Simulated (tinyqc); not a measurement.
Millisecond and nanosecond annealing: surface heating, thermal budget and solid-phase regrowth. Changing the preheat temperature T0. Computed by tinyqc, a small Python program. Command: `OMP_NUM_THREADS=1 python tinyqc.py 3001766 3001767 out.jsonl flash sweep`. One thread of a shared host (Intel(R) Xeon(R) Processor @ 2.30GHz), about 0.04 s of CPU time with the checks.

A square pulse heats the surface of a thick wafer with constant thermal properties; losses by radiation are neglected and silicon melts at 1414 C.

Inputs (values chosen for the exercise, modelled on hot silicon with phosphorus):

| quantity | value | unit |
|---|---|---|
| incident fluence | 0.407 | J/cm^2 |
| pulse length t_p | 2.5e-07 | s |
| reflectance R | 0.43 | - |
| thermal conductivity k | 0.28 | W/(cm K) |
| heat capacity per volume c | 2.29 | J/(cm^3 K) |
| dopant prefactor D0 | 4.11 | cm^2/s |
| dopant activation energy E | 3.69 | eV |
| regrowth prefactor v0 | 3.3e+08 | cm/s |
| regrowth energy E_v | 2.73 | eV |

Source: pulsed laser.

Constants: k_B = 8.617333262e-05 eV/K.

Method:
- Absorbed flux q = (1 - R) fluence/t_p; kappa = k/c. With f(z, t) = (2 q/k) sqrt(kappa t) ierfc(z/(2 sqrt(kappa t))), ierfc(x) = exp(-x^2)/sqrt(pi) - x erfc(x): T = T0 + f(z, t) during the pulse and T0 + f(z, t) - f(z, t - t_p) after it.
- At the surface the rise at the end of the pulse is 2 q sqrt(t_p/(pi k c)); the fluence that just melts the surface scales with (1414 - T0).
- Temperatures in kelvin are T(C) + 273.15.
- Integrate exp(-E/(k_B T(t))) at the surface from 0 to 10 t_p (Gauss-Legendre, 60 points in sqrt(t) up to t_p and 60 in sqrt(t - t_p) after it). (Dt) = D0 x integral with E; regrowth = v0 x integral with E_v; effective time = integral/exp(-E/(k_B T_peak)).

One run for each value:

| preheat temperature T0 (C) | peak temperature (C) | diffusion length 2 sqrt(Dt) (nm) | effective time over t_p | fluence at the melting threshold (J/cm^2) |
|---|---|---|---|---|
| 120 | 773.8 | 0.0000073 | 0.07506 | 0.80551 |
| 160 | 813.8 | 0.0000161 | 0.08083 | 0.78061 |
| 200 | 853.8 | 0.0000335 | 0.08682 | 0.75571 |
| 240 | 893.8 | 0.0000666 | 0.09302 | 0.73081 |
| 280 | 933.8 | 0.0001264 | 0.09945 | 0.70591 |
| 320 | 973.8 | 0.0002307 | 0.10610 | 0.68101 |
| 360 | 1013.8 | 0.0004059 | 0.11298 | 0.65611 |
| 400 | 1053.8 | 0.0006910 | 0.12010 | 0.63121 |
| 440 | 1093.8 | 0.0011413 | 0.12746 | 0.60631 |

What does the table show, and why?

Over the rows, peak temperature (C) rises from 774 to 1090; diffusion length 2 sqrt(Dt) (nm) rises from 7.30e-6 to 0.00114; effective time over t_p rises from 0.0751 to 0.127. At fixed fluence the rise is fixed, so the peak follows T0 one to one and the diffusion length follows it exponentially.

Caution (rows 120, 160, 200, 240, 280): cold silicon conducts heat several times better than the constant k used here, so the real melting fluence is higher. Caution (all rows): equilibrium diffusivities are used; implant damage enhances diffusion, and k and c vary with temperature. Caution (all rows): a diffusion length below the atomic spacing of 0.235 nm means about one jump per atom or fewer, so the profile does not change measurably.

Extremes, crossings and ranges named in words are read from the listed rows.
